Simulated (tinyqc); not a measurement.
Inside a calculation. Method: UKS/BLYP in the sto-3g basis, for H4, spin multiplicity 3. This run ends on a higher stationary point, not on the lowest solution. One step of it, computed by the program tinyqc.

Problem. Iteration 2 (converged): orbitals. Diagonalise F' = X^T F X, C = X C', fill 3 alpha and 1 beta electrons from the bottom; D(s) = C_occ C_occ^T. Each column has its largest component positive (the first on a tie).

F(alpha) (hartree), lower triangle:
```
,1H 1s,2H 1s,3H 1s,4H 1s
1H 1s,-0.183294
2H 1s,-0.199082,-0.183294
3H 1s,-0.037426,-0.022994,-0.183294
4H 1s,-0.022994,-0.037426,-0.199082,-0.183294
```

F(beta) (hartree), lower triangle:
```
,1H 1s,2H 1s,3H 1s,4H 1s
1H 1s,-0.081184
2H 1s,-0.173892,-0.081184
3H 1s,-0.034701,-0.021782,-0.081184
4H 1s,-0.021782,-0.034701,-0.173892,-0.081184
```

X, lower triangle:
```
,1H 1s,2H 1s,3H 1s,4H 1s
1H 1s,1.052299
2H 1s,-0.190449,1.052299
3H 1s,-0.029287,-0.001830,1.052299
4H 1s,-0.001830,-0.029287,-0.190449,1.052299
```

Give: F' = X^T F X; orbital energies; coefficients C; F' = X^T F X; orbital energies; coefficients C; D(alpha) after iteration 2; D(beta) after iteration 2.

Solution.

F' = X^T F X (alpha) (hartree), lower triangle:
```
,1,2,3,4
1,-0.1279
2,-0.1533,-0.1279
3,-0.0239,-0.0005,-0.1279
4,-0.0005,-0.0239,-0.1533,-0.1279
```

orbital energies (alpha) (hartree): MO1 -0.3056, MO2 -0.2567, MO3 0.0020, MO4 0.0488

coefficients C (alpha):
```
,MO1,MO2,MO3,MO4
1H 1s,0.4154,0.4465,0.6076,0.6351
2H 1s,0.4154,0.4465,-0.6076,-0.6351
3H 1s,0.4154,-0.4465,0.6076,-0.6351
4H 1s,0.4154,-0.4465,-0.6076,0.6351
```

F' = X^T F X (beta) (hartree), lower triangle:
```
,1,2,3,4
1,-0.0213
2,-0.1654,-0.0213
3,-0.0273,-0.0010,-0.0213
4,-0.0010,-0.0273,-0.1654,-0.0213
```

orbital energies (beta) (hartree): MO1 -0.2150, MO2 -0.1584, MO3 0.1178, MO4 0.1704

coefficients C (beta):
```
,MO1,MO2,MO3,MO4
1H 1s,0.4154,0.4465,0.6076,0.6351
2H 1s,0.4154,0.4465,-0.6076,-0.6351
3H 1s,0.4154,-0.4465,0.6076,-0.6351
4H 1s,0.4154,-0.4465,-0.6076,0.6351
```

D(alpha) after iteration 2, lower triangle:
```
,1H 1s,2H 1s,3H 1s,4H 1s
1H 1s,0.7411
2H 1s,0.0026,0.7411
3H 1s,0.3424,-0.3961,0.7411
4H 1s,-0.3961,0.3424,0.0026,0.7411
```

D(beta) after iteration 2, lower triangle:
```
,1H 1s,2H 1s,3H 1s,4H 1s
1H 1s,0.1725
2H 1s,0.1725,0.1725
3H 1s,0.1725,0.1725,0.1725
4H 1s,0.1725,0.1725,0.1725,0.1725
```
